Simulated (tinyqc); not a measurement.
# Biaxially strained (001) channel, valley splitting in an inversion layer, step by step

Program tinyqc, `OMP_NUM_THREADS=1 python tinyqc.py 2530026 2530027 out.jsonl`; Intel Xeon 2.30GHz, shared host, one thread, about 0.01 s. Printed values are rounded.

A thin layer grown on a relaxed buffer is stretched in the plane. The two valleys with their long axis along the growth direction (D2) sink against the four in-plane ones (D4); confinement in a triangular well splits them too. Only the lowest subband of each set is kept; one relaxation time, so the weakening of intervalley scattering is left out.

Parameters, values chosen for the exercise; values close to those of silicon on relaxed silicon-germanium: temperature T = 273 K; germanium share of the relaxed buffer x = 0.26; lattice mismatch per unit x b1 = 0.0418; elastic constant c11 = 161 GPa; elastic constant c12 = 65.2 GPa; shear deformation potential Xu = 9.18 eV; longitudinal mass ml = 0.891 m0; transverse mass mt = 0.187 m0; confining field F = 1.13 MV/cm; inversion density Ns = 1.6e12 cm^-2.

Constants: q = 1.602176634e-19 C, kB = 1.380649e-23 J/K, hbar = 1.054571817e-34 J s, m0 = 9.1093837015e-31 kg, Vt = kB T/q, hbar^2/(2 m0) = 0.0380998212 eV nm^2. Results are converted to the units shown.

## Strain, stress and splitting

e_par = b1 x, e_perp = -2 (c12/c11) e_par, splitting D = Xu (e_par - e_perp), in-plane stress (c11 + c12 - 2 c12^2/c11) e_par.

e_par = 1.086800 %
e_perp = -0.8802405 %
D = 180.5743 meV
stress = 1.884425 GPa

## Subband edges and densities of states

Levels E(m) = 2.33811 (hbar^2 q^2 F^2/(2 m))^(1/3): E2 = E(ml), E4 = E(mt) + D; N2 = 2 mt kB T/(pi hbar^2), N4 = 4 sqrt(mt ml) kB T/(pi hbar^2).

E2 = 0.1911022 eV
E4 = 0.5021459 eV
N2 = 3.675398e12 cm^-2
N4 = 1.604547e13 cm^-2

Of the gap E4 - E2 = 311 meV, confinement gives 130 meV.

## Iteration 1: Fermi level by Newton steps

EF at the start = 0.191 eV

f = N2 ln(1 + exp((EF - E2)/Vt)) + N4 ln(1 + exp((EF - E4)/Vt)) - Ns, f' = [N2/(1 + exp((E2 - EF)/Vt)) + N4/(1 + exp((E4 - EF)/Vt))]/Vt, EF(new) = EF - f/f'.

f = 9.396471e11 cm^-2
f' = 7.794737e13 cm^-2/eV
EF after iteration 1 = 0.1789451 eV

## Iteration 2: Fermi level by Newton steps

As before.

f = 1.192960e11 cm^-2
f' = 5.837024e13 cm^-2/eV
EF after iteration 2 = 0.1769013 eV

## Course of the iteration: Fermi level by Newton steps

Stop when EF changes by less than 1e-10 eV, or after 40 iterations.

Course of the iteration:

| iteration | EF (eV) | \|change\| (eV) |
|---|---|---|
| 1 | 0.1789451 | 0.0121 |
| 2 | 0.1769013 | 2.04e-3 |
| 3 | 0.1768430 | 5.83e-5 |
| 4 | 0.1768430 | 4.68e-8 |
| 5 | 0.1768430 | 3.01e-14 |

Converged in 5 iterations. At the end the number of correct digits about doubles with each step.

## Share of the light valleys and conductivity mass

EF = 0.1768430 eV

EF solves Ns = N2 ln(1 + exp((EF - E2)/Vt)) + N4 ln(1 + exp((EF - E4)/Vt)); f2 is the share in D2, and 1/mc = f2/mt + (1 - f2)(1/mt + 1/ml)/2.

f2 = 0.9999901
mc = 0.1870007 m0

Without strain f2 would be 0.979 and mc 0.189 m0, so repopulation alone gains 0.83 % in mobility.
